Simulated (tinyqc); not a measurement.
CMOS inverter, nodal equation and switching: two steps of the calculation.

An n-channel pull-down (bn, VTn) and a p-channel pull-up (bp, VTp) share the input Vin and the output node Vout, which carries the load C. Transistor (EKV form, voltages against the body): I = 2 n b Vt^2 [F(vp - Vs) - F(vp - Vd)] from drain to source, F(v) = ln^2(1 + exp(v/(2 Vt))), vp = (Vg - VT + sg |Vd - Vs|)/n. n-channel bodies are at 0; for the p-channel device all voltages are counted down from Vdd. b in uA/V^2 gives I in uA. Static: In = Ip. Transient: C dVout/dt = Ip - In. No velocity saturation, no gate capacitance beyond C.

Values chosen for this exercise:
```
symbol  value    unit                                  meaning
T         350       K                              temperature
Vdd       0.5       V                           supply voltage
n        1.27                                     slope factor
sg      0.051                   drain-induced barrier lowering
VTn      0.32       V                      n-channel threshold
VTp      0.44       V          p-channel threshold (magnitude)
bn        300  uA/V^2  gain factor of the pull-down transistor
bp        300  uA/V^2    gain factor of the pull-up transistor
Vin      0.27       V                            input voltage
```

Constants: q = 1.602176634e-19 C, kB = 1.380649e-23 J/K, Vt = kB T/q. Results are converted to the units shown.

Problem 1. Transfer curve. For each Vin solve In = Ip; gain = dVout/dVin.

| point | Vin (V) |
|---|---|
| 0 | 0 |
| 1 | 0.05 |
| 2 | 0.1 |
| 3 | 0.15 |
| 4 | 0.2 |
| 5 | 0.25 |
| 6 | 0.3 |
| 7 | 0.35 |
| 8 | 0.4 |
| 9 | 0.45 |
| 10 | 0.5 |

Find: Vout; supply current; gain.

Solution 1.

| point | Vout (V) | supply current (uA) | gain |
|---|---|---|---|
| 0 | 0.5000 | 3.108e-4 | -0.001 |
| 1 | 0.4999 | 0.001125 | -0.005 |
| 2 | 0.4990 | 0.003998 | -0.045 |
| 3 | 0.4894 | 0.01364 | -0.554 |
| 4 | 0.0843 | 0.02564 | -9.698 |
| 5 | 0.0040 | 0.008416 | -0.188 |
| 6 | 0.0004 | 0.002414 | -0.018 |
| 7 | 0.0001 | 6.735e-4 | -0.002 |
| 8 | 0.0000 | 1.853e-4 | 0.000 |
| 9 | 0.0000 | 5.063e-5 | 0.000 |
| 10 | 0.0000 | 1.378e-5 | 0.000 |

The switching point Vin = Vout lies at 0.1930 V, with a gain of -19.1.

Problem 2. Switching point and noise margins. VM solves In = Ip with Vin = Vout. VIL and VIH are the inputs at which the gain is -1; NML = VIL - Vout(VIH), NMH = Vout(VIL) - VIH.

Give: VM; gain at VM; VIL; VIH; NML; NMH.

Solution 2.

VM = 0.1930 V
gain at VM = -19.07
VIL = 0.1592 V
VIH = 0.2208 V
NML = 0.1417 V
NMH = 0.2617 V

VM lies 57 mV below Vdd/2, and the high margin is the larger one. With both transistors saturated the size of the gain tends to 1/sg = 19.6; here it is 2.7 % below that.

Computed by the program tinyqc: `OMP_NUM_THREADS=1 python tinyqc.py 2340002 2340003 out.jsonl`, one thread of a shared Intel Xeon 2.30GHz, about 0.04 s for the whole run.
